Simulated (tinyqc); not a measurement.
Plane-wave Kohn-Sham cycle with exchange-only LDA in a layered model solid, step by step. One step of it, computed by the program tinyqc.

Task: Iteration 2: levels at that k. Diagonalise the Hermitian matrix.

H (hartree), lower triangle:
```
           -2         -1         +0         +1        +2
-2   0.080993
-1  -0.255725  -0.133906
+0   0.018462  -0.255725  -0.205540
+1   0.001994   0.018462  -0.255725  -0.133906
+2   0.000291   0.001994   0.018462  -0.255725  0.080993
```

Give: eigenvalues.

Result:

eigenvalues (hartree): -0.562  -0.319  -0.045  0.247  0.368
